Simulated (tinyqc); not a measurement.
Worked calculation: Ewald sum of point charges, zinc blende lattice. Computed by tinyqc, a small Python program that keeps every step. Command: `OMP_NUM_THREADS=1 python tinyqc.py 31131 31132 out.jsonl` (the two numbers bound the seeds that draw the settings). One thread of a shared host (Intel(R) Xeon(R) Processor @ 2.60GHz), about 0.03 s of CPU time with the checks.

## Ewald sum with eta = 0.422 1/bohr

cell vectors (rows) (bohr):
```
         1        2        3
1  0.00000  3.80000  3.80000
2  3.80000  0.00000  3.80000
3  3.80000  3.80000  0.00000
```

Charges:
```
q              f1       f2       f3
1.00000   0.00000  0.00000  0.00000
-1.00000  0.25000  0.25000  0.25000
```

Real space: 1/2 sum q_i q_j erfc(eta r)/r over all images with r > 0; reciprocal space: (2 pi/V) sum_(G != 0) exp(-G^2/4 eta^2)/G^2 |S(G)|^2 with S(G) = sum q exp(i G.r); self term -eta/sqrt(pi) sum q^2; background -pi Q^2/(2 V eta^2), Q the total charge.

Real-space shells (first ones):
```
r (bohr)  pairs  sum (hartree)
3.29090       8       -0.06020
5.37401      24        0.00299
6.30159      24       -0.00032
7.60000      12       4.53e-06
8.28191      24      -1.12e-06
9.30806      48       7.16e-08
9.87269      32      -6.18e-09
10.74802     24       1.58e-10
11.24055     48      -4.20e-11
12.01666     48              0
12.45913     24              0
13.16359     16              0
```

Reciprocal shells (first ones that count):
```
G^2 (1/bohr^2)  vectors  sum (hartree)
2.05047               8        0.02512
2.73396               6        0.01082
7.51840              24       9.53e-06
8.20189               8       2.23e-06
12.98632             24       2.56e-09
13.66981             24       1.86e-09
```

## The total does not depend on eta

The same sums for other eta.

Totals (hartree per cell):
```
eta          real  reciprocal      self  background       total
0.42200  -0.05753     0.03595  -0.47618     0.00000  -0.4977534
0.72100  -0.00096     0.31677  -0.81356     0.00000  -0.4977534
0.79600  -0.00026     0.40069  -0.89819     0.00000  -0.4977534
```

shortest distance = 3.29090 bohr

Madelung constant -E d / (formula units |q+ q-|) = 1.63806
